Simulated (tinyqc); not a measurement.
From results back to parameters: Slater-Koster d bands of an fcc metal. Two cases, with inputs chosen for the exercise.

Problem. In an fcc d band with nearest neighbours E(t2g, Gamma) = 3 dds + 4 ddp + 5 ddd, E(eg, Gamma) = 1.5 dds + 6 ddp + 4.5 ddd, and at X = (1,0,0) the yz state has 3 dds - 4 ddp - 3 ddd. The three levels come from hidden integrals.

Find: dds, ddp, ddd.

Method. Three linear equations: the first less the third is 8 (ddp + ddd); twice the second less the first is 8 ddp + 4 ddd; their difference gives ddd.

Case 1.

levels (eV): t2g Gamma -1.2610, eg Gamma 1.7535, yz at X -5.7970

Solution.

dds, ddp, ddd (eV): -1.157  0.625  -0.058

Case 2.

levels (eV): t2g Gamma -1.8810, eg Gamma 0.8235, yz at X -5.0090

Solution.

dds, ddp, ddd (eV): -1.115  0.491  -0.100

Computed by tinyqc, one run a case: `OMP_NUM_THREADS=1 python tinyqc.py N N+1 out.jsonl` with N = 1482591, 1482658; one thread of a shared Intel(R) Xeon(R) Processor @ 2.30GHz, about 0.07 s a run at most.
